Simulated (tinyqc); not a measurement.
Deep-level transient spectroscopy (DLTS) of one majority-carrier trap: one step, computed by the program tinyqc. Command: `OMP_NUM_THREADS=1 python tinyqc.py 3011992 3011993 out.jsonl dlts walk`. One thread of a shared host (Intel(R) Xeon(R) Processor @ 2.30GHz), about 0.06 s of CPU time with the checks.

A filling pulse loads the traps in a one-sided junction; under reverse bias they empty at the rate e, and the capacitance relaxes as C(t) = C_0 - dC exp(-e t). The signal is S = [C(t_2) - C(t_1)]/dC.

Problem. Emission rate at T. e = g sigma v N_b exp(-E/k_B T), v = sqrt(3 k_B T/m), N_b = 2 M (2 pi m k_B T/h^2)^(3/2), sigma = sigma_0, E = E_t - dE with the one-dimensional Poole-Frenkel lowering dE = sqrt(e^3 F/(pi eps eps_0)), F being held as an input apart from the bias (the centre is charged when empty).

Inputs (values chosen for the exercise, with mass and screening modelled on CdS):
```
quantity                  value  unit
density-of-states mass m  0.192   m_0
valleys M                     1     -
trap depth E_t            0.616    eV
cross-section sigma_0     4e-17  cm^2
degeneracy ratio g            2     -
temperature T               369     K
dielectric constant eps     8.7     -
mean field F              19000  V/cm
```

Carriers: electrons. Extra term: Poole-Frenkel lowering.

Constants: k_B = 8.617333262e-05 eV/K; k_B = 1.380649e-23 J/K; m_0 = 9.1093837015e-31 kg; h = 6.62607015e-34 J s; e = 1.602176634e-19 C; eps_0 = 8.8541878128e-12 F/m.

Give: thermal velocity v; N_b; sigma; E; emission rate e.

Solution.

thermal velocity v = 2.956e+07 cm/s

N_b = 2.880e+18 cm^-3

sigma = 4.00e-17 cm^2

E = 0.5805 eV

emission rate e = 80.22 1/s
